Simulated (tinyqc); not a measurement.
# Tail temperature from the power law

Problem. When tail states hold most of the charge, the linear current goes as I = A (Vg - VT)^g with g = 2 Tt/T - 1. Find g, Tt and the tail width kB Tt.

Parameters, values chosen for the exercise: temperature T = 300 K.

Constants: q = 1.602176634e-19 C, kB = 1.380649e-23 J/K, Vt = kB T/q. Results are converted to the units shown.

I at Vg - VT = 9.6 and 14 V (nA): 78.233088  179.42189

Solution. g is the slope of ln I against ln(Vg - VT).

g = 2.20
Tt = 480 K
kB Tt = 41.4 meV

Computed by the program tinyqc: `OMP_NUM_THREADS=1 python tinyqc.py 2610143 2610144 out.jsonl`, one thread of a shared Intel Xeon 2.30GHz, about 0.02 s for the whole run.
